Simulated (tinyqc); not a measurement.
Holstein polaron on two sites: one step, computed by the program tinyqc. Command: `OMP_NUM_THREADS=1 python tinyqc.py 3005040 3005041 out.jsonl holstein walk`. One thread of a shared host (Intel(R) Xeon(R) Processor @ 2.30GHz), about 0.01 s of CPU time with the checks.

One electron on sites 1 and 2: H = -t (c1+ c2 + c2+ c1) + hbar omega sum_i b_i+ b_i - g hbar omega sum_i n_i (b_i + b_i+). The symmetric phonon shifts the energy by -g^2 hbar omega/2 and drops out; with b = (b_1 - b_2)/sqrt(2) there remains H = -t sigma_x + hbar omega b+ b - (g hbar omega/sqrt(2)) sigma_z (b + b+). Parity splits it into blocks p = +1 and -1 over phonon numbers n. Zero-point energies are left out. Weights Z refer to mode b alone; the displaced symmetric mode multiplies the full zero-phonon weight by exp(-g^2/2).

Problem. The even block in a small basis. Block p: H_nn = n hbar omega - p t (-1)^n - g^2 hbar omega/2, H_(n,n+1) = -(g hbar omega/sqrt(2)) sqrt(n + 1). Take p = +1 and n = 0..N-1.

Inputs (values chosen for the exercise, for a model dimer):
```
quantity                  value  unit
hopping t                    37   meV
phonon energy hbar omega   53.1   meV
coupling g                0.541     -
phonon levels kept N          4     -
```

Give: H, even block.

Solution.

H, even block (meV), lower triangle (symmetric):
```
        1       2       3       4
1  -44.77
2  -20.31   82.33
3    0.00  -28.73   61.43
4    0.00    0.00  -35.18  188.53
```
